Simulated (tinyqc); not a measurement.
Worked calculation: Koster-Slater impurity in an sp3s* host. Values are carried at full precision from step to step, so a last printed digit may differ when a step is redone from the rounded ones.

sp3s* tight binding, nearest neighbours only: anion (a) at 0, cation (c) at a/4 (1,1,1), orbitals s, px, py, pz, s* on each; k in units of 2 pi/a. With phases e_j = exp(i (pi/2) k.n_j) for n = (1,1,1), (1,-1,-1), (-1,1,-1), (-1,-1,1): g0 = (e1+e2+e3+e4)/4, g1 = (e1+e2-e3-e4)/4, g2 = (e1-e2+e3-e4)/4, g3 = (e1-e2-e3+e4)/4. The diagonal holds the levels Esa, Epa, Exa (s*) and Esc, Epc, Exc. Anion-cation block: <sa|sc> = Vss g0; <sa|xc> = Vsapc g1; <xa|sc> = -Vscpa g1; <xa|xc> = Vxx g0; <xa|yc> = <ya|xc> = Vxy g3, <xa|zc> = <za|xc> = Vxy g2, <ya|zc> = <za|yc> = Vxy g1; <s*a|xc> = Vxapc g1; <xa|s*c> = -Vpaxc g1; y and z take g2 and g3 in place of g1; s-s* and s*-s* vanish.

Parameters, chosen for this exercise (out of a larger set: near a published set for Si; not measured data):
```
symbol  value                                                                                          unit  meaning
p       (-4.224, 1.714, -4.224, 1.714, 6.712, 6.712, -8.366, 1.714, 4.59, 5.718, 5.718, 5.403, 5.403)  eV    order Esa, Epa, Esc, Epc, Exa, Exc, Vss, Vxx, Vxy, Vsapc, Vscpa, Vxapc, Vpaxc
N       4                                                                                                    mesh
V       27.8                                                                                           eV    shift of the p levels
```

## The gap of the host

Gaps from the top of the valence band to Gamma, to the minimum on (x,0,0) from 0.5 to 1, and to L; the smallest is Eg.

top of the valence band on the scale of the parameters = 0.0000 eV

gaps (eV): Gamma 3.4280, Delta 1.1453, L 2.4890

Eg (smallest gap of the host) = 1.1453 eV

## Where the weight lies

A defect on a cation site (c) shifts the s level there by Vs or the three p levels by Vp and leaves the rest. A level in the gap solves 1/Vs = G_s(E) (symmetry A1) or 1/Vp = G_p(E) (T2, threefold), with G(E) = (1/N^3) sum over k and bands of w/(E - e), where w is the weight of the state on the s orbital of that site, or the mean weight on its px, py, pz. Mesh: k = f1 (-1,1,1) + f2 (1,-1,1) + f3 (1,1,-1), f = (j + 1/2)/N, j = 0 to N - 1. Energies from the top of the valence band at Gamma; the s* orbital of the site is left as it is. An infinite shift removes the s or p orbitals, the model of the ideal vacancy: G(E) = 0.

For each band: mean energy over the mesh and summed weights; each column of weights adds to one.

Bands:
```
band  mean energy (eV)  s weight  p weight
1              -10.168    0.4150    0.0260
2               -6.124    0.1964    0.0902
3               -2.259    0.0061    0.1643
4               -1.830    0.0017    0.1660
5                1.757    0.0778    0.0786
6                2.674    0.2388    0.0437
7                5.276    0.0046    0.1631
8                5.697    0.0133    0.1575
9                9.713    0.0302    0.0457
10              10.524    0.0162    0.0650
```

The filled bands hold 0.619 of the s orbital and 0.446 of each p orbital of the cation. Filled states add positive terms to G in the gap and empty ones negative terms.

## Green functions across the gap

G at nine energies E = Eg j/8.

G(E) (1/eV):
```
E (eV)       G_s       G_p
0.0000  -0.07218   0.09654
0.1432  -0.08466   0.06228
0.2863  -0.09895   0.03562
0.4295  -0.11572   0.01163
0.5726  -0.13598  -0.01204
0.7158  -0.16147  -0.03735
0.8589  -0.19542  -0.06702
1.0021  -0.24523  -0.10660
1.1453  -0.33476  -0.17365
```

Both fall with E, as dG/dE = -sum w/(E - e)^2 demands. G_s keeps its sign, so the vacancy has no level of this symmetry in the gap. G_p changes sign, so the vacancy has a level of this symmetry in the gap.

## A first estimate from the table

A defect that shifts the p level of its cation site by V has a level where the host Green function G_p(E) equals 1/V; E is counted from the top of the valence band. Find it by linear interpolation between the two rows that bracket it.

1/V = 0.03597 1/eV
estimated level = 0.284 eV

## The level and its weight on the defect

Solve by bisection with the full sum. The weight of the bound state on the shifted orbital is G^2/(-G'), which is also dE/dV.

level = 0.2843 eV
G'(E) = -0.17377 1/eV^2
weight on the defect orbital = 0.0074

The level lies 0.284 eV above the valence band and 0.861 eV below the conduction band. Only 0.7 % of it sits on the shifted orbital, the rest on other orbitals, so a shift of 1 eV moves the level by about 7 meV.

## Checks

- Sum of the s weights over all bands against one: both 1.00000.
- First moment of the s weights against the s level of the site, on the scale of the parameters: both -4.22400.

Run: tinyqc, `OMP_NUM_THREADS=1 python tinyqc.py 1480146 1480147 out.jsonl`; Intel(R) Xeon(R) Processor @ 2.30GHz, one thread, shared host; about 0.01 s of CPU time with all checks.
